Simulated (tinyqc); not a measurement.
Octagonal on-chip spiral inductor, lumped pi model: one step of the calculation.

Outer diameter do = di + 2 n wd + 2 (n - 1) sp, mean da = (do + di)/2, fill p = (do - di)/(do + di), length l = 3.314 n da. L = 2.25 mu0 n^2 da/(1 + 3.55 p), mu0 = 4 pi 1e-7 H/m. Rs = rho l/(wd delta (1 - exp(-th/delta))), delta = sqrt(rho/(pi f mu0)). Cs = n wd^2 eps0 eo/hu across the coil. At each end Cox = l wd eps0 eo/(2 ho) leads to the substrate branch Rsi = 2 rs he/(l wd) in parallel with Csi = l wd eps0 11.7/(2 he). With one end grounded Y = 1/(Rs + i w L) + i w Cs + 1/[1/(i w Cox) + 1/(1/Rsi + i w Csi)], w = 2 pi f; Q = -Im Y/Re Y. Eddy currents in neighbouring turns and in the substrate are left out.

Problem. Admittance, quality factor and apparent inductance. Series branch 1/(Rs + i w L), substrate branch, total Y, Q = -Im Y/Re Y, apparent inductance Im(1/Y)/w, metal-only value w L/Rs, share of the loss in the substrate Re(substrate branch)/Re Y.

Values chosen for this exercise: frequency f = 5.6 GHz.

L = 3.9042885 nH
Rs = 12.173285 ohm
Cs = 2.1486162 fF
Cox = 22.975796 fF
Rsi = 8197.8760 ohm
Csi = 12.636688 fF

Find: series branch; substrate branch; Y; Q; apparent inductance; w L/Rs; share of the loss in the substrate.

Solution.

series branch = 0.6400-7.2226i mS
substrate branch = 0.05030+0.29176i mS
Y = 0.6903-6.8552i mS
Q = 9.9306
apparent inductance = 4.1042 nH
w L/Rs = 11.285
share of the loss in the substrate = 7.2861 %

Q is 88.0 % of the metal-only value.

Computed by the program tinyqc: `OMP_NUM_THREADS=1 python tinyqc.py 2302244 2302245 out.jsonl`, one thread of a shared Intel Xeon 2.30GHz, about 0.01 s for the whole run.
